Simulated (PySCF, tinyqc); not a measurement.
Inside a calculation. Method: RHF in the sto-3g basis, for H6, spin multiplicity 1. The lowest restricted solution is unstable here: a spin-polarised one lies 0.0294 hartree lower (PySCF). One step of it, computed by the program tinyqc.

Task: Iteration 2: diagonalisation and new density. Diagonalise F' = X^T F X, C = X C', fill 3 alpha and 3 beta electrons from the bottom; D = 2 C_occ C_occ^T. Each column has its largest component positive (the first on a tie).

Fock matrix F (hartree), order 1H 1s, 2H 1s, 3H 1s, 4H 1s, 5H 1s, 6H 1s:
```
[[-0.174422, -0.373319, -0.033038, 0.010462, 0.001140, -0.002407],
 [-0.373319, -0.196954, -0.146945, -0.035058, -0.000462, 0.001140],
 [-0.033038, -0.146945, -0.210598, -0.376556, -0.035058, 0.010462],
 [0.010462, -0.035058, -0.376556, -0.210598, -0.146945, -0.033038],
 [0.001140, -0.000462, -0.035058, -0.146945, -0.196954, -0.373319],
 [-0.002407, 0.001140, 0.010462, -0.033038, -0.373319, -0.174422]]
```

X, order 1H 1s, 2H 1s, 3H 1s, 4H 1s, 5H 1s, 6H 1s:
```
[[1.051841, -0.194184, 0.018071, -0.003558, 0.000366, -0.000077],
 [-0.194184, 1.065976, -0.102652, 0.018376, -0.001783, 0.000366],
 [0.018071, -0.102652, 1.066683, -0.197289, 0.018376, -0.003558],
 [-0.003558, 0.018376, -0.197289, 1.066683, -0.102652, 0.018071],
 [0.000366, -0.001783, 0.018376, -0.102652, 1.065976, -0.194184],
 [-0.000077, 0.000366, -0.003558, 0.018071, -0.194184, 1.051841]]
```

Give: F' = X^T F X; orbital energies; coefficients C; D after iteration 2.

Result:

F' = X^T F X (hartree):
```
[[-0.0483, -0.3577, 0.0231, 0.0079, 0.0009, -0.0028],
 [-0.3577, -0.0473, -0.1375, 0.0211, -0.0016, 0.0009],
 [0.0231, -0.1375, -0.0611, -0.3571, 0.0211, 0.0079],
 [0.0079, 0.0211, -0.3571, -0.0611, -0.1375, 0.0231],
 [0.0009, -0.0016, 0.0211, -0.1375, -0.0473, -0.3577],
 [-0.0028, 0.0009, 0.0079, 0.0231, -0.3577, -0.0483]]
```

orbital energies (hartree): [-0.4810, -0.4190, -0.3588, 0.1903, 0.3216, 0.4336]

coefficients C, order 1H 1s, 2H 1s, 3H 1s, 4H 1s, 5H 1s, 6H 1s:
```
[[0.2140, 0.4111, -0.3889, -0.4783, -0.6124, 0.4179],
 [0.2907, 0.4349, -0.3139, 0.3309, 0.6368, -0.5456],
 [0.4477, 0.0782, 0.4033, 0.5831, -0.1358, 0.6784],
 [0.4477, -0.0782, 0.4033, -0.5831, -0.1358, -0.6784],
 [0.2907, -0.4349, -0.3139, -0.3309, 0.6368, 0.5456],
 [0.2140, -0.4111, -0.3889, 0.4783, -0.6124, -0.4179]]
```

D after iteration 2, order 1H 1s, 2H 1s, 3H 1s, 4H 1s, 5H 1s, 6H 1s:
```
[[0.7320, 0.7261, -0.0578, -0.1863, 0.0110, 0.0560],
 [0.7261, 0.7445, 0.0751, -0.0609, -0.0121, 0.0110],
 [-0.0578, 0.0751, 0.7385, 0.7141, -0.0609, -0.1863],
 [-0.1863, -0.0609, 0.7141, 0.7385, 0.0751, -0.0578],
 [0.0110, -0.0121, -0.0609, 0.0751, 0.7445, 0.7261],
 [0.0560, 0.0110, -0.1863, -0.0578, 0.7261, 0.7320]]
```
